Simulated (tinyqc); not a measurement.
Worked calculation (part 1 of 2): RKS/PBE in the sto-3g basis, for BeH2, spin multiplicity 1. Computed by tinyqc, a small Python program that keeps every step (integrals from PySCF). Settings: charge = 0, multiplicity = 1, basis = sto-3g, energy threshold = 1e-09, iteration cap = 68, orthogonalisation = symmetric, start = Wolfsberg-Helmholz matrix, DIIS depth = 3, DIIS from iteration = 3, method = RKS, functional = pbe,pbe, grid = [10, 86]. Command: `OMP_NUM_THREADS=1 python tinyqc.py 29178 29179 out.jsonl` (the two numbers bound the seeds that draw the settings). One thread of a shared host (Intel(R) Xeon(R) Processor @ 2.60GHz), about 0.7 s of CPU time with the checks. Later iterations appear only in the table of the cycle.

## One-electron integrals

Geometry (angstrom):

| atom | x | y | z |
|---|---|---|---|
| Be | 0.000000 | 0.000000 | 0.000000 |
| H | 0.000000 | 1.377000 | 0.000000 |
| H | 0.000000 | -1.377000 | 0.000000 |

Basis sto-3g: exponents (1/bohr^2) and contraction coefficients of normalised primitives:

| element | l (shell) | exponent | coefficient |
|---|---|---|---|
| Be | s (1) | 30.167871 | 0.154329 |
| Be | s (1) | 5.495115 | 0.535328 |
| Be | s (1) | 1.487193 | 0.444635 |
| Be | s (2) | 1.314833 | -0.099967 |
| Be | s (2) | 0.305539 | 0.399513 |
| Be | s (2) | 0.099371 | 0.700115 |
| Be | p (3) | 1.314833 | 0.155916 |
| Be | p (3) | 0.305539 | 0.607684 |
| Be | p (3) | 0.099371 | 0.391957 |
| H | s (1) | 3.425251 | 0.154329 |
| H | s (1) | 0.623914 | 0.535328 |
| H | s (1) | 0.168855 | 0.444635 |

Overlap, kinetic and nuclear-attraction integrals over the contracted functions; the nuclear repulsion is the sum of Za Zb / Rab.

nuclear repulsion = 3.26652599 hartree

overlap S:
```
           1Be 1s    1Be 2s   1Be 2px    1Be 2py   1Be 2pz     2H 1s      3H 1s
1Be 1s   1.000000  0.259517  0.000000   0.000000  0.000000  0.064042   0.064042
1Be 2s   0.259517  1.000000  0.000000   0.000000  0.000000  0.445077   0.445077
1Be 2px  0.000000  0.000000  1.000000   0.000000  0.000000  0.000000   0.000000
1Be 2py  0.000000  0.000000  0.000000   1.000000  0.000000  0.515251  -0.515251
1Be 2pz  0.000000  0.000000  0.000000   0.000000  1.000000  0.000000   0.000000
2H 1s    0.064042  0.445077  0.000000   0.515251  0.000000  1.000000   0.030276
3H 1s    0.064042  0.445077  0.000000  -0.515251  0.000000  0.030276   1.000000
```

kinetic energy T (hartree):
```
            1Be 1s     1Be 2s   1Be 2px    1Be 2py   1Be 2pz      2H 1s      3H 1s
1Be 1s    6.693975  -0.033012  0.000000   0.000000  0.000000  -0.015859  -0.015859
1Be 2s   -0.033012   0.211111  0.000000   0.000000  0.000000   0.063498   0.063498
1Be 2px   0.000000   0.000000  0.660592   0.000000  0.000000   0.000000   0.000000
1Be 2py   0.000000   0.000000  0.000000   0.660592  0.000000   0.181676  -0.181676
1Be 2pz   0.000000   0.000000  0.000000   0.000000  0.660592   0.000000   0.000000
2H 1s    -0.015859   0.063498  0.000000   0.181676  0.000000   0.760032  -0.008761
3H 1s    -0.015859   0.063498  0.000000  -0.181676  0.000000  -0.008761   0.760032
```

nuclear attraction V (hartree):
```
             1Be 1s     1Be 2s    1Be 2px    1Be 2py    1Be 2pz      2H 1s      3H 1s
1Be 1s   -15.329686  -2.098709   0.000000   0.000000   0.000000  -0.516724  -0.516724
1Be 2s    -2.098709  -3.036771   0.000000   0.000000   0.000000  -1.301055  -1.301055
1Be 2px    0.000000   0.000000  -2.943550   0.000000   0.000000   0.000000   0.000000
1Be 2py    0.000000   0.000000   0.000000  -3.168329   0.000000  -1.472196   1.472196
1Be 2pz    0.000000   0.000000   0.000000   0.000000  -2.943550   0.000000   0.000000
2H 1s     -0.516724  -1.301055   0.000000  -1.472196   0.000000  -2.945495  -0.103780
3H 1s     -0.516724  -1.301055   0.000000   1.472196   0.000000  -0.103780  -2.945495
```

core Hamiltonian H = T + V (hartree):
```
            1Be 1s     1Be 2s    1Be 2px    1Be 2py    1Be 2pz      2H 1s      3H 1s
1Be 1s   -8.635712  -2.131721   0.000000   0.000000   0.000000  -0.532583  -0.532583
1Be 2s   -2.131721  -2.825660   0.000000   0.000000   0.000000  -1.237557  -1.237557
1Be 2px   0.000000   0.000000  -2.282958   0.000000   0.000000   0.000000   0.000000
1Be 2py   0.000000   0.000000   0.000000  -2.507737   0.000000  -1.290520   1.290520
1Be 2pz   0.000000   0.000000   0.000000   0.000000  -2.282958   0.000000   0.000000
2H 1s    -0.532583  -1.237557   0.000000  -1.290520   0.000000  -2.185463  -0.112542
3H 1s    -0.532583  -1.237557   0.000000   1.290520   0.000000  -0.112542  -2.185463
```

## Two-electron integrals

Functions are numbered as in S; the eight-fold symmetry (ij|kl) = (ji|kl) = (kl|ij) leaves the list below.

Two-electron integrals (ij|kl) in chemists' order, unique and non-zero (hartree):
```
(11|11) 2.298831    (21|11) 0.392036    (21|21) 0.079539    (22|11) 0.570988
(22|21) 0.143041    (22|22) 0.417683    (31|31) 0.014607    (32|31) 0.021888
(32|32) 0.092265    (33|11) 0.569578    (33|21) 0.143083    (33|22) 0.417589
(33|33) 0.449859    (41|41) 0.014607    (42|41) 0.021888    (42|42) 0.092265
(43|43) 0.024249    (44|11) 0.569578    (44|21) 0.143083    (44|22) 0.417589
(44|33) 0.401360    (44|44) 0.449859    (51|51) 0.014607    (52|51) 0.021888
(52|52) 0.092265    (53|53) 0.024249    (54|54) 0.024249    (55|11) 0.569578
(55|21) 0.143083    (55|22) 0.417589    (55|33) 0.401360    (55|44) 0.401360
(55|55) 0.449859    (61|11) 0.095706    (61|21) 0.019403    (61|22) 0.035156
(61|33) 0.034900    (61|41) 0.001736    (61|42) 0.003251    (61|44) 0.035685
(61|55) 0.034900    (61|61) 0.004969    (62|11) 0.215989    (62|21) 0.054813
(62|22) 0.172360    (62|33) 0.166023    (62|41) 0.007205    (62|42) 0.042767
(62|44) 0.184881    (62|55) 0.166023    (62|61) 0.014780    (62|62) 0.102770
(63|31) 0.005236    (63|32) 0.023981    (63|43) 0.007564    (63|63) 0.009925
(64|11) 0.226066    (64|21) 0.058107    (64|22) 0.191732    (64|33) 0.180379
(64|41) 0.011786    (64|42) 0.066834    (64|44) 0.214240    (64|55) 0.180379
(64|61) 0.016441    (64|62) 0.130484    (64|64) 0.171849    (65|51) 0.005236
(65|52) 0.023981    (65|54) 0.007564    (65|65) 0.009925    (66|11) 0.381197
(66|21) 0.098533    (66|22) 0.345759    (66|33) 0.320627    (66|41) 0.015798
(66|42) 0.118811    (66|44) 0.395749    (66|55) 0.320627    (66|61) 0.027386
(66|62) 0.257754    (66|64) 0.348560    (66|66) 0.774606    (71|11) 0.095706
(71|21) 0.019403    (71|22) 0.035156    (71|33) 0.034900    (71|41) -0.001736
(71|42) -0.003251   (71|44) 0.035685    (71|55) 0.034900    (71|61) 0.004529
(71|62) 0.012465    (71|64) 0.012688    (71|66) 0.022061    (71|71) 0.004969
(72|11) 0.215989    (72|21) 0.054813    (72|22) 0.172360    (72|33) 0.166023
(72|41) -0.007205   (72|42) -0.042767   (72|44) 0.184881    (72|55) 0.166023
(72|61) 0.012465    (72|62) 0.055202    (72|64) 0.055562    (72|66) 0.102751
(72|71) 0.014780    (72|72) 0.102770    (73|31) 0.005236    (73|32) 0.023981
(73|43) -0.007564   (73|63) 0.004314    (73|73) 0.009925    (74|11) -0.226066
(74|21) -0.058107   (74|22) -0.191732   (74|33) -0.180379   (74|41) 0.011786
(74|42) 0.066834    (74|44) -0.214240   (74|55) -0.180379   (74|61) -0.012688
(74|62) -0.055562   (74|64) -0.053438   (74|66) -0.101602   (74|71) -0.016441
(74|72) -0.130484   (74|74) 0.171849    (75|51) 0.005236    (75|52) 0.023981
(75|54) -0.007564   (75|65) 0.004314    (75|75) 0.009925    (76|11) 0.019108
(76|21) 0.004724    (76|22) 0.013297    (76|33) 0.013086    (76|44) 0.013712
(76|55) 0.013086    (76|61) 0.001166    (76|62) 0.005634    (76|64) 0.006369
(76|66) 0.011616    (76|71) 0.001166    (76|72) 0.005634    (76|74) -0.006369
(76|76) 0.000431    (77|11) 0.381197    (77|21) 0.098533    (77|22) 0.345759
(77|33) 0.320627    (77|41) -0.015798   (77|42) -0.118811   (77|44) 0.395749
(77|55) 0.320627    (77|61) 0.022061    (77|62) 0.102751    (77|64) 0.101602
(77|66) 0.192117    (77|71) 0.027386    (77|72) 0.257754    (77|74) -0.348560
(77|76) 0.011616    (77|77) 0.774606
```

## Orthogonalisation

S = U s U^T; symmetric (Loewdin) form X = U s^(-1/2) U^T, so that X^T S X = 1.

eigenvalues of S: 0.256030  0.360229  0.940939  1.000000  1.000000  1.713693  1.729108

X:
```
            1Be 1s     1Be 2s   1Be 2px    1Be 2py   1Be 2pz      2H 1s      3H 1s
1Be 1s    1.028462  -0.153147  0.000000   0.000000  0.000000   0.018906   0.018906
1Be 2s   -0.153147   1.241257  0.000000   0.000000  0.000000  -0.299766  -0.299766
1Be 2px   0.000000   0.000000  1.000000   0.000000  0.000000   0.000000   0.000000
1Be 2py   0.000000   0.000000  0.000000   1.357509  0.000000  -0.428560   0.428560
1Be 2pz   0.000000   0.000000  0.000000   0.000000  1.000000   0.000000   0.000000
2H 1s     0.018906  -0.299766  0.000000  -0.428560  0.000000   1.285249  -0.097443
3H 1s     0.018906  -0.299766  0.000000   0.428560  0.000000  -0.097443   1.285249
```

## Starting guess

The start is the generalised Wolfsberg-Helmholz matrix (K = 1.75) built on H; D = 2 C_occ C_occ^T.

D at the start:
```
            1Be 1s     1Be 2s   1Be 2px    1Be 2py   1Be 2pz      2H 1s      3H 1s
1Be 1s    2.048254  -0.147760  0.000000   0.000000  0.000000  -0.210810  -0.210810
1Be 2s   -0.147760   0.674983  0.000000   0.000000  0.000000   0.444451   0.444451
1Be 2px   0.000000   0.000000  0.000000   0.000000  0.000000   0.000000   0.000000
1Be 2py   0.000000   0.000000  0.000000   0.722757  0.000000   0.405565  -0.405565
1Be 2pz   0.000000   0.000000  0.000000   0.000000  0.000000   0.000000   0.000000
2H 1s    -0.210810   0.444451  0.000000   0.405565  0.000000   0.526622   0.071469
3H 1s    -0.210810   0.444451  0.000000  -0.405565  0.000000   0.071469   0.526622
```

## Iteration 1: exchange-correlation on the grid

Becke grid with 10 radial and 86 angular points per atom, points of zero weight dropped. rho = sum D_ij phi_i phi_j; V_xc,ij = sum w v_xc phi_i phi_j plus the gradient terms; v_xc is d(rho eps)/d rho at fixed gradient.

The 16 grid points with the largest w rho, of 2566 (bohr, atomic units):

| x | y | z | w | rho | \|grad rho\|^2 | eps_xc | v_xc |
|---|---|---|---|---|---|---|---|
| -0.693170 | 1.717594 | 0.000000 | 0.241971 | 0.088560 | 0.009370 | -0.382831 | -0.494657 |
| 0.000000 | -1.717594 | 0.693170 | 0.241971 | 0.088560 | 0.009370 | -0.382831 | -0.494657 |
| 0.693170 | -1.717594 | 0.000000 | 0.241971 | 0.088560 | 0.009370 | -0.382831 | -0.494657 |
| 0.000000 | 1.717594 | -0.693170 | 0.241971 | 0.088560 | 0.009370 | -0.382831 | -0.494657 |
| -0.693170 | -1.717594 | 0.000000 | 0.241971 | 0.088560 | 0.009370 | -0.382831 | -0.494657 |
| 0.000000 | -1.717594 | -0.693170 | 0.241971 | 0.088560 | 0.009370 | -0.382831 | -0.494657 |
| 0.000000 | 1.717594 | 0.693170 | 0.241971 | 0.088560 | 0.009370 | -0.382831 | -0.494657 |
| 0.693170 | 1.717594 | 0.000000 | 0.241971 | 0.088560 | 0.009370 | -0.382831 | -0.494657 |
| -0.684575 | 1.579027 | -0.684575 | 0.324669 | 0.062269 | 0.006195 | -0.345071 | -0.440018 |
| 0.684575 | -1.579027 | 0.684575 | 0.324669 | 0.062269 | 0.006195 | -0.345071 | -0.440018 |
| -0.684575 | 1.579027 | 0.684575 | 0.324669 | 0.062269 | 0.006195 | -0.345071 | -0.440018 |
| -0.684575 | -1.579027 | 0.684575 | 0.324669 | 0.062269 | 0.006195 | -0.345071 | -0.440018 |
| 0.684575 | -1.579027 | -0.684575 | 0.324669 | 0.062269 | 0.006195 | -0.345071 | -0.440018 |
| -0.684575 | -1.579027 | -0.684575 | 0.324669 | 0.062269 | 0.006195 | -0.345071 | -0.440018 |
| 0.684575 | 1.579027 | -0.684575 | 0.324669 | 0.062269 | 0.006195 | -0.345071 | -0.440018 |
| 0.684575 | 1.579027 | 0.684575 | 0.324669 | 0.062269 | 0.006195 | -0.345071 | -0.440018 |

electrons on the grid, sum of w rho = 6.060319

E_xc = sum of w rho eps_xc = -3.60646493 hartree

V_xc (hartree):
```
            1Be 1s     1Be 2s    1Be 2px    1Be 2py    1Be 2pz      2H 1s      3H 1s
1Be 1s   -1.508597  -0.214071   0.000000   0.000000   0.000000  -0.053240  -0.053240
1Be 2s   -0.214071  -0.323035   0.000000   0.000000   0.000000  -0.170285  -0.170285
1Be 2px   0.000000   0.000000  -0.282876   0.000000   0.000000   0.000000   0.000000
1Be 2py   0.000000   0.000000   0.000000  -0.395782   0.000000  -0.212712   0.212712
1Be 2pz   0.000000   0.000000   0.000000   0.000000  -0.282876   0.000000   0.000000
2H 1s    -0.053240  -0.170285   0.000000  -0.212712   0.000000  -0.453624  -0.011951
3H 1s    -0.053240  -0.170285   0.000000   0.212712   0.000000  -0.011951  -0.453624
```

## Iteration 1: building the Kohn-Sham matrix

J_ij = sum D_kl (ij|kl); F = H + J + V_xc; E = tr D H + tr D J / 2 + E_xc + E_nn.

Coulomb J (hartree):
```
           1Be 1s    1Be 2s   1Be 2px    1Be 2py   1Be 2pz     2H 1s      3H 1s
1Be 1s   6.464055  1.259255  0.000000   0.000000  0.000000  0.309865   0.309865
1Be 2s   1.259255  2.664888  0.000000   0.000000  0.000000  1.146664   1.146664
1Be 2px  0.000000  0.000000  2.594228   0.000000  0.000000  0.000000   0.000000
1Be 2py  0.000000  0.000000  0.000000   2.796285  0.000000  1.303936  -1.303936
1Be 2pz  0.000000  0.000000  0.000000   0.000000  2.594228  0.000000   0.000000
2H 1s    0.309865  1.146664  0.000000   1.303936  0.000000  2.446586   0.088290
3H 1s    0.309865  1.146664  0.000000  -1.303936  0.000000  0.088290   2.446586
```

Kohn-Sham matrix F (hartree):
```
            1Be 1s     1Be 2s   1Be 2px    1Be 2py   1Be 2pz      2H 1s      3H 1s
1Be 1s   -3.680254  -1.086537  0.000000   0.000000  0.000000  -0.275958  -0.275958
1Be 2s   -1.086537  -0.483806  0.000000   0.000000  0.000000  -0.261179  -0.261179
1Be 2px   0.000000   0.000000  0.028394   0.000000  0.000000   0.000000   0.000000
1Be 2py   0.000000   0.000000  0.000000  -0.107234  0.000000  -0.199297   0.199297
1Be 2pz   0.000000   0.000000  0.000000   0.000000  0.028394   0.000000   0.000000
2H 1s    -0.275958  -0.261179  0.000000  -0.199297  0.000000  -0.192501  -0.036203
3H 1s    -0.275958  -0.261179  0.000000   0.199297  0.000000  -0.036203  -0.192501
```

total energy of this density = -15.69550703 hartree

## Iteration 1: diagonalisation and new density

Diagonalise F' = X^T F X, C = X C', fill 3 alpha and 3 beta electrons from the bottom; D = 2 C_occ C_occ^T. Each column has its largest component positive (the first on a tie).

F' = X^T F X (hartree):
```
           1          2         3          4         5          6          7
1  -3.580407  -0.602805  0.000000   0.000000  0.000000  -0.047621  -0.047621
2  -0.602805  -0.121688  0.000000   0.000000  0.000000  -0.181959  -0.181959
3   0.000000   0.000000  0.028394   0.000000  0.000000   0.000000   0.000000
4   0.000000   0.000000  0.000000   0.208756  0.000000  -0.292287   0.292287
5   0.000000   0.000000  0.000000   0.000000  0.028394   0.000000   0.000000
6  -0.047621  -0.181959  0.000000  -0.292287  0.000000   0.046877  -0.087302
7  -0.047621  -0.181959  0.000000   0.292287  0.000000  -0.087302   0.046877
```

orbital energies (hartree): MO1 -3.685752, MO2 -0.270912, MO3 -0.243568, MO4 0.028394, MO5 0.028394, MO6 0.214142, MO7 0.586502

coefficients C:
```
               MO1        MO2        MO3       MO4        MO5        MO6        MO7
1Be 1s    0.988183  -0.227559   0.000000  0.000000   0.000000  -0.231546   0.000000
1Be 2s    0.045882   0.561088   0.000000  0.000000   0.000000   1.194558   0.000000
1Be 2px   0.000000   0.000000   0.000000  0.007004   0.999975   0.000000   0.000000
1Be 2py   0.000000   0.000000   0.468371  0.000000   0.000000   0.000000   1.410953
1Be 2pz   0.000000   0.000000   0.000000  0.999975  -0.007004   0.000000   0.000000
2H 1s    -0.006681   0.397575   0.432630  0.000000   0.000000  -0.798466  -0.975916
3H 1s    -0.006681   0.397575  -0.432630  0.000000   0.000000  -0.798466   0.975916
```

D after iteration 1:
```
            1Be 1s     1Be 2s   1Be 2px    1Be 2py   1Be 2pz      2H 1s      3H 1s
1Be 1s    2.056579  -0.164681  0.000000   0.000000  0.000000  -0.194147  -0.194147
1Be 2s   -0.164681   0.633850  0.000000   0.000000  0.000000   0.445536   0.445536
1Be 2px   0.000000   0.000000  0.000000   0.000000  0.000000   0.000000   0.000000
1Be 2py   0.000000   0.000000  0.000000   0.438743  0.000000   0.405263  -0.405263
1Be 2pz   0.000000   0.000000  0.000000   0.000000  0.000000   0.000000   0.000000
2H 1s    -0.194147   0.445536  0.000000   0.405263  0.000000   0.690559  -0.058117
3H 1s    -0.194147   0.445536  0.000000  -0.405263  0.000000  -0.058117   0.690559
```

Within a degenerate level the vectors are fixed only up to a rotation; this is one choice.

## Iteration 2: exchange-correlation on the grid

As before.

The 16 grid points with the largest w rho, of 2566 (bohr, atomic units):

| x | y | z | w | rho | \|grad rho\|^2 | eps_xc | v_xc |
|---|---|---|---|---|---|---|---|
| 0.693170 | -1.717594 | 0.000000 | 0.241971 | 0.086599 | 0.011257 | -0.380871 | -0.489405 |
| 0.000000 | -1.717594 | 0.693170 | 0.241971 | 0.086599 | 0.011257 | -0.380871 | -0.489405 |
| 0.000000 | -1.717594 | -0.693170 | 0.241971 | 0.086599 | 0.011257 | -0.380871 | -0.489405 |
| -0.693170 | -1.717594 | 0.000000 | 0.241971 | 0.086599 | 0.011257 | -0.380871 | -0.489405 |
| 0.000000 | 1.717594 | -0.693170 | 0.241971 | 0.086599 | 0.011257 | -0.380871 | -0.489405 |
| -0.693170 | 1.717594 | 0.000000 | 0.241971 | 0.086599 | 0.011257 | -0.380871 | -0.489405 |
| 0.693170 | 1.717594 | 0.000000 | 0.241971 | 0.086599 | 0.011257 | -0.380871 | -0.489405 |
| 0.000000 | 1.717594 | 0.693170 | 0.241971 | 0.086599 | 0.011257 | -0.380871 | -0.489405 |
| 0.684575 | -1.579027 | 0.684575 | 0.324669 | 0.058499 | 0.006232 | -0.339309 | -0.429703 |
| 0.684575 | -1.579027 | -0.684575 | 0.324669 | 0.058499 | 0.006232 | -0.339309 | -0.429703 |
| -0.684575 | -1.579027 | 0.684575 | 0.324669 | 0.058499 | 0.006232 | -0.339309 | -0.429703 |
| -0.684575 | 1.579027 | -0.684575 | 0.324669 | 0.058499 | 0.006232 | -0.339309 | -0.429703 |
| -0.684575 | -1.579027 | -0.684575 | 0.324669 | 0.058499 | 0.006232 | -0.339309 | -0.429703 |
| -0.684575 | 1.579027 | 0.684575 | 0.324669 | 0.058499 | 0.006232 | -0.339309 | -0.429703 |
| 0.684575 | 1.579027 | -0.684575 | 0.324669 | 0.058499 | 0.006232 | -0.339309 | -0.429703 |
| 0.684575 | 1.579027 | 0.684575 | 0.324669 | 0.058499 | 0.006232 | -0.339309 | -0.429703 |

electrons on the grid, sum of w rho = 6.062120

E_xc = sum of w rho eps_xc = -3.63902181 hartree

V_xc (hartree):
```
            1Be 1s     1Be 2s    1Be 2px    1Be 2py    1Be 2pz      2H 1s      3H 1s
1Be 1s   -1.508272  -0.212472   0.000000   0.000000   0.000000  -0.052762  -0.052762
1Be 2s   -0.212472  -0.316146   0.000000   0.000000   0.000000  -0.170028  -0.170028
1Be 2px   0.000000   0.000000  -0.276296   0.000000   0.000000   0.000000   0.000000
1Be 2py   0.000000   0.000000   0.000000  -0.388244   0.000000  -0.214035   0.214035
1Be 2pz   0.000000   0.000000   0.000000   0.000000  -0.276296   0.000000   0.000000
2H 1s    -0.052762  -0.170028   0.000000  -0.214035   0.000000  -0.465936  -0.011758
3H 1s    -0.052762  -0.170028   0.000000   0.214035   0.000000  -0.011758  -0.465936
```

## Iteration 2: building the Kohn-Sham matrix

As before.

Coulomb J (hartree):
```
           1Be 1s    1Be 2s   1Be 2px    1Be 2py   1Be 2pz     2H 1s      3H 1s
1Be 1s   6.411747  1.245848  0.000000   0.000000  0.000000  0.306586   0.306586
1Be 2s   1.245848  2.641798  0.000000   0.000000  0.000000  1.145787   1.145787
1Be 2px  0.000000  0.000000  2.567521   0.000000  0.000000  0.000000   0.000000
1Be 2py  0.000000  0.000000  0.000000   2.780366  0.000000  1.308504  -1.308504
1Be 2pz  0.000000  0.000000  0.000000   0.000000  2.567521  0.000000   0.000000
2H 1s    0.306586  1.145787  0.000000   1.308504  0.000000  2.477434   0.087639
3H 1s    0.306586  1.145787  0.000000  -1.308504  0.000000  0.087639   2.477434
```

Kohn-Sham matrix F (hartree):
```
            1Be 1s     1Be 2s   1Be 2px    1Be 2py   1Be 2pz      2H 1s      3H 1s
1Be 1s   -3.732237  -1.098344  0.000000   0.000000  0.000000  -0.278759  -0.278759
1Be 2s   -1.098344  -0.500008  0.000000   0.000000  0.000000  -0.261799  -0.261799
1Be 2px   0.000000   0.000000  0.008267   0.000000  0.000000   0.000000   0.000000
1Be 2py   0.000000   0.000000  0.000000  -0.115616  0.000000  -0.196051   0.196051
1Be 2pz   0.000000   0.000000  0.000000   0.000000  0.008267   0.000000   0.000000
2H 1s    -0.278759  -0.261799  0.000000  -0.196051  0.000000  -0.173965  -0.036660
3H 1s    -0.278759  -0.261799  0.000000   0.196051  0.000000  -0.036660  -0.173965
```

total energy of this density = -15.70753920 hartree
